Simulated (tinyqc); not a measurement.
Inside a calculation. Model: round nanowire with a gate all round, subbands and threshold shift from confinement.

tinyqc, about 0.1 s, one thread, Intel Xeon 2.30GHz (shared host): `OMP_NUM_THREADS=1 python tinyqc.py 2350011 2350012 out.jsonl` Printed values are rounded.

Undoped body with a flat potential across it, hard walls, transport along x. One isotropic valley (g = 1, mx = my = mz = me). Non-parabolicity enters the subband edges through E (1 + al E) = gamma, so E = 2 gamma/(1 + sqrt(1 + 4 al gamma)); motion within a subband is taken as parabolic with the band-edge mass. Energies are counted from the bulk band edge.

Parameters, values chosen for the exercise; masses close to those of InAs: temperature T = 77 K; mass at the band edge me = 0.0234 m0; non-parabolicity al = 2.7 1/eV; diameter t = 13.9 nm; widening of the box by penetration into the insulator dl = 0.2 nm.

Constants: q = 1.602176634e-19 C, kB = 1.380649e-23 J/K, hbar = 1.054571817e-34 J s, m0 = 9.1093837015e-31 kg, Vt = kB T/q, hbar^2/(2 m0) = 0.0380998212 eV nm^2. Results are converted to the units shown.

Range of the model: Non-parabolicity also makes carriers heavier within each subband, which is left out, so densities of states are understated at high energy.

## Lowest subbands

gamma = C (2 z/(t + dl))^2 (1/my + 1/mz)/2, z the zeros of the Bessel functions J_l (2.404826, 3.831706, 5.135622, 5.520078, ...), twofold for l > 0; the mean inverse mass is an approximation for anisotropic valleys, C = hbar^2/(2 m0). List the 7 lowest, labelled by quantum numbers, with degeneracy g and N_k: N_k = g sqrt(2 mx m0 kB T/(pi hbar^2)).

E_k, subband 0,1 to 4,1 (eV): [0.138018, 0.275715, 0.410041, 0.450424, 0.541576, 0.609457, 0.670935]
g, subband 0,1 to 4,1: [1, 2, 2, 1, 2, 2, 2]
N_k, subband 0,1 to 4,1 (cm^-1): [3.60167e5, 7.20333e5, 7.20333e5, 3.60167e5, 7.20333e5, 7.20333e5, 7.20333e5]

## Threshold shift

Each subband has N_k = g sqrt(2 mx m0 kB T/(pi hbar^2)); without degeneracy n = exp(EF/Vt) sum N_k exp(-E_k/Vt). Classical value Nc times pi t^2/4, Nc = sum over valleys of 2 g (m m0 kB T/(2 pi hbar^2))^1.5 with m = (mx my mz)^(1/3). Threshold shift dVT = Vt ln(classical value/sum N_k exp(-E_k/Vt)). Use the subbands listed.

shares, subband 0,1 to 4,1 (%): [100.000, 0.000, 0.000, 0.000, 0.000, 0.000, 0.000]
sum N_k exp(-E_k/Vt) = 3.33412e-4 cm^-1
Nc = 1.16802e16 cm^-3
classical value = 17724.3 cm^-1
dVT = 118.035 mV

With all subbands dVT = 118.0 mV. The lowest edge lies at 138 meV; dVT is smaller than that, since sum N_k exp(-(E_k - E_1)/Vt) exceeds the classical value.
